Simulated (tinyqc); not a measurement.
Strained alloy layer of InAs and GaAs on (001) InP, model-solid band line-up: one step of the calculation.

The layer is x parts of the first compound and 1 - x of the second, grown coherently on the third as substrate and barrier. Rows of the table: lattice constant a, average valence level Ea on an absolute scale, spin-orbit splitting so, gaps at Gamma, X and L, hydrostatic deformation potentials av and ac (Gamma), shear potential b, elastic constants, electron and heavy-hole (along z) masses. All are interpolated linearly in x; gaps get -C x (1 - x), taken wholly in the conduction band; real line-ups can differ from this model by 0.1 eV or more.

Problem. Band edges and offsets. In-plane strain e = (a_substrate - a)/a, e_z = -2 (c12/c11) e, volume change 2 e + e_z. With v = 2 e + e_z and d = 2 b (e_z - e): Eav = Ea + av v; E_hh = Eav + so/3 - d/2; E_lh = Eav - so/6 + d/4 + sqrt(so^2 + so d + 9 d^2/4)/2; E_c = Ea + so/3 + EG + ac v (Gamma). Substrate: E_v = Ea + so/3, E_c = E_v + EG. Well depths: dEc = E_c(substrate) - E_c, dEhh = E_hh - E_v(substrate), dElh likewise; strained Gamma gap E_c - max(E_hh, E_lh); positive values confine carriers in the layer.

Inputs (values chosen for the exercise):
```
symbol,value,unit,meaning
x,0.77,,fraction of the first compound in the layer
CG,0.477,eV,bowing of the Gamma gap
CX,1.4,eV,bowing of the X gap
CL,0.33,eV,bowing of the L gap
```

Binary compounds, values chosen for the exercise:
```
              close to InAs  close to GaAs  close to InP
a (angstrom)          6.058          5.653         5.869
Ea (eV)               -6.67          -6.92         -7.04
so (eV)               0.379          0.344          0.11
EG (eV)               0.349           1.44          1.33
EX (eV)                1.38           1.87          2.19
EL (eV)                1.07           1.72          1.93
av (eV)               0.989           1.15          1.27
ac (eV)               -5.15          -7.07          -5.1
b (eV)                -1.78          -1.68         -1.69
c11 (GPa)              83.2            120          99.6
c12 (GPa)              44.9           54.4          56.4
me (m0)              0.0229         0.0669        0.0795
mh (m0)               0.333          0.352          0.53
```

Find: d; E_hh; E_lh; E_c; strained Gamma gap; dEc; dEhh; dElh.

Solution.

d = -0.1145 eV
E_hh = -6.563 eV
E_lh = -6.657 eV
E_c = -6.001 eV
strained Gamma gap = 0.5616 eV
dEc = 0.3277 eV
dEhh = 0.4407 eV
dElh = 0.3459 eV

The heavy-hole band lies on top, by 94.8 meV. At Gamma the line-up is type I, both carriers held in the layer.

tinyqc, about 0.01 s, one thread, Intel Xeon 2.30GHz (shared host): `OMP_NUM_THREADS=1 python tinyqc.py 2690014 2690015 out.jsonl`
